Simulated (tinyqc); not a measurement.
Inside a calculation. Model: implant damage, amorphisation by cascade overlap, and solid-phase epitaxial regrowth. Computed by tinyqc, a small Python program that keeps every step. Command: `OMP_NUM_THREADS=1 python tinyqc.py 3114176 3114177 out.jsonl sper walk`. One thread of a shared host (Intel(R) Xeon(R) Processor @ 2.30GHz), about 0.01 s of CPU time with the checks. Intermediate numbers are printed to about 5 digits and carried at full precision; extremes and crossings named in words are read from the listed rows.

Range and width of the damage are inputs. Dynamic annealing enters only through the surviving share f.

Inputs (values chosen for the exercise, modelled on fluorine ions in silicon): atomic density N = 49.9 1/nm^3; ion Z1 = 9; ion mass M1 = 19 u; target Z2 = 14; target mass M2 = 28.09 u; ion energy E = 12 keV; displacement energy E_d = 14 eV; depth of the damage peak R_d = 14 nm; width of the damage profile s_d = 7.9 nm; share of defects that survive f = 0.34; critical displaced share x_c = 0.2; dose Q = 3.4e+15 1/cm^2; overlaps needed n = 3; area amorphised by one track A_i = 2.6 nm^2; regrowth prefactor v0 = 3.3e+15 nm/s; regrowth energy E_a = 2.68 eV; anneal temperature = 718 C; rate relative to (100) = 0.33; peak enhancement by the dopant = 3.1; ramp rate = 4.4 K/s.

Constants: a_0 = 0.529177210903 angstrom; e^2/(4 pi eps_0) = 14.39964548 eV angstrom; k_B = 8.617333262e-05 eV/K.

## Damage energy and displacements per ion

Robinson partition: eps = E a M2/(Z1 Z2 (e^2/(4 pi eps_0)) (M1 + M2)), a = 0.8853 a_0/sqrt(Z1^(2/3) + Z2^(2/3)); k = 0.0793 Z1^(2/3) Z2^(1/2) (M1 + M2)^(3/2)/((Z1^(2/3) + Z2^(2/3))^(3/4) M1^(3/2) M2^(1/2)); damage energy T_d = E/(1 + k (eps + 0.40244 eps^(3/4) + 3.4008 eps^(1/6))); displacements nu = 0.8 T_d/(2 E_d).

reduced energy eps = 0.58056

k = 0.16638

damage energy T_d = 7.2379 keV

T_d/E = 0.60316

displacements per ion nu = 206.80

40 % of the energy goes to electrons.

## The amorphous layer

Displaced share x(z) = f nu Q exp(-(z - R_d)^2/(2 s_d^2))/(sqrt(2 pi) s_d N); the layer is amorphous where x > x_c, between R_d -/+ s_d sqrt(2 ln(x_max/x_c)), the upper edge being cut at the surface. Threshold dose Q_c = Q x_c/x_max.

peak displaced share x_max = 2.4193

threshold dose Q_c = 2.8107e+14 1/cm^2

upper edge = 0 nm

lower edge = 31.640 nm

The layer reaches the surface. Caution: x above 1 counts atoms displaced more than once.

## Damage left below the interface

Displaced atoms per area beyond the lower edge z2: f nu Q (1/2) erfc((z2 - R_d)/(sqrt2 s_d)); they are not removed by regrowth.

share of the damage beyond z2 = 0.012778

displaced atoms beyond z2 = 3.0547e+15 1/cm^2

## Layer against dose

The formulas are those given above.

Dose series; the last column is f nu Q erfc((z2 - R_d)/(sqrt2 s_d))/2:
```
Q (1/cm^2)   x_max  upper edge (nm)  lower edge (nm)  displaced atoms beyond z2 (1/cm^2)
3.09e+14     0.220           10.562           17.438                          7.2064e+15
4.22e+14     0.300            6.878           21.122                          5.4492e+15
7.03e+14     0.500            3.303           24.697                          4.3428e+15
1.12e+15     0.797            0.864           27.136                          3.7938e+15
1.97e+15     1.402            0.000           29.590                          3.3554e+15
3.37e+15     2.398            0.000           31.608                          3.0589e+15
7.03e+15     5.002            0.000           34.046                          2.7597e+15
1.41e+16    10.033            0.000           36.107                          2.5463e+15
```

A dose 46 times larger moves the lower edge from 17.4 to 36.1 nm, as the root of a logarithm, and the damage beyond it falls by a factor 2.8, since the edge lies on an ever steeper tail. The layer reaches the surface at Q_c exp(R_d^2/(2 s_d^2)) = 1.35e15 per cm^2.

## Overlap model

Gibbons model: a point turns amorphous after n + 1 hits; with y = A_i Q the amorphous share is 1 - exp(-y) sum_(k=0..n) y^k/k!. Doses are set by y.

Amorphous share:
```
y    Q (1/cm^2)  direct impact (n = 0)     given n
0.1  3.8462e+12                0.09516  3.8468e-06
0.3  1.1538e+13                0.25918  2.6581e-04
0.6  2.3077e+13                0.45119  3.3581e-03
1.0  3.8462e+13                0.63212  1.8988e-02
2.0  7.6923e+13                0.86466  1.4288e-01
3.0  1.1538e+14                0.95021  3.5277e-01
5.0  1.9231e+14                0.99326  7.3497e-01
8.0  3.0769e+14                0.99966  9.5762e-01
```

At small y the share grows as y^4; between the first rows the exponent is 3.86.

## Isothermal regrowth

v = v0 x orientation factor x exp(-E_a/(k_B T)) x [1 + (enhancement - 1) exp(-(z - R_d)^2/(2 s_d^2))], T = anneal temperature + 273.15 K; the dopant is taken to follow the damage profile; the lower front moves from the lower edge z2 to the surface, or to the middle (z1 + z2)/2 of a buried layer with upper edge z1; time = int dz/v; the equivalent undoped distance is that time times the undoped velocity.

undoped velocity = 25.693 nm/s

distance to regrow = 31.640 nm

time without enhancement = 1.2314 s

equivalent undoped distance = 15.351 nm

time with enhancement = 0.59745 s

The rate doubles for each 22 K or so near this temperature.

## Regrowth during a ramp

On a linear ramp from 200 C regrowth ends at the T_f where int v_undoped dT/(ramp rate) equals the equivalent undoped distance.

temperature at which regrowth ends = 650.61 C

Checks made by the program: tail against quadrature of x(z) N (relative difference below 1e-10).
